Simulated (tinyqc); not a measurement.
Inside a calculation: linear model of a band gap against the share of exact exchange. Values are carried at full precision from step to step, so a last printed digit may differ when a step is redone from the rounded ones.

E(alpha) = E0 + S alpha. A wider gap screens less, modelled in the Penn form eps(alpha) = 1 + (e0 - 1)(EP/(EP + S alpha))^2 with a scale EP chosen for the exercise. A dielectric-dependent hybrid takes alpha = 1/eps.

Inputs chosen for the exercise (of the order of those of Al2O3; the results hold for these values, not for the real material): E0 = 6.06 eV (gap of the semi-local functional); S = 9.35 eV (slope dE/d(alpha)); e0 = 3.38 (optical dielectric constant at alpha = 0); EP = 25 eV (energy scale of the screening); Et = 8.78 eV (target gap); a_start = 0.25 (starting alpha); fv = 0.68 (share of the opening taken by the valence edge); Ed = 4.67 eV (defect level above the semi-local valence top); cd = 0 (shift of the level per unit opening, on the scale of the mean potential).

## Fixed shares

Gap, error against the target and eps for alpha = 0, 0.25 and 1/e0; and the alpha that meets the target, (Et - E0)/S.

Results:

| alpha | E (eV) | E - Et (eV) | eps |
|---|---|---|---|
| 0.0000 | 6.060 | -2.720 | 3.380 |
| 0.2500 | 8.398 | -0.383 | 2.990 |
| 0.2959 | 8.826 | 0.046 | 2.929 |

alpha for the target = 0.2909

A quarter of exact exchange falls short of the target by 0.38 eV: the material needs 0.291, and 1/e0 = 0.296 lies closer to it than 0.25 does.

## Self-consistent share

Iterate alpha -> 1/eps(alpha) seven times from a_start. The fixed point solves alpha eps(alpha) = 1; the contraction factor there is 2 (eps - 1) S/((EP + S alpha) eps^2).

Iterates:

| step | alpha | eps | E (eV) |
|---|---|---|---|
| 0 | 0.25000 | 2.9904 | 8.3975 |
| 1 | 0.33440 | 2.8803 | 9.1867 |
| 2 | 0.34719 | 2.8644 | 9.3062 |
| 3 | 0.34911 | 2.8620 | 9.3242 |
| 4 | 0.34940 | 2.8617 | 9.3269 |
| 5 | 0.34945 | 2.8616 | 9.3273 |
| 6 | 0.34945 | 2.8616 | 9.3274 |
| 7 | 0.34946 | 2.8616 | 9.3274 |

fixed point = 0.34946
contraction factor = 0.1504

The factor is positive, so the iterates approach from one side, the error shrinking to 0.15 of itself each step; the gap is within 0.01 eV of its limit from step 3. Self-consistency moves the gap by +0.501 eV against the one-shot choice 1/e0, since a wider gap screens less.

## Band edges and a deep level

The opening c = S alpha lowers the valence top by fv c and raises the conduction edge by (1 - fv) c, both against the mean potential; the level moves by cd c. Use the fixed point. Compare with stretching the level in proportion to the gap and with pinning it to either edge.

opening c = 3.267 eV

shifts of the valence and conduction edges (eV): -2.222  1.046

level above the valence top = 6.892 eV
level below the conduction edge = 2.436 eV

level above the valence top: stretched, tied to the valence edge, tied to the conduction edge (eV): 7.188  4.670  7.937

The three recipes err by +0.30, -2.22 and +1.05 eV against alignment through the mean potential. A localised level with cd = 0 stays put while the edges move away from it.

## Checks

- Fixed point by bisection against 60 substitutions: both 0.34946.

Program tinyqc; command `OMP_NUM_THREADS=1 python tinyqc.py 1881185 1881186 out.jsonl`; about 0.01 s on one thread of a shared Intel(R) Xeon(R) Processor @ 2.30GHz.
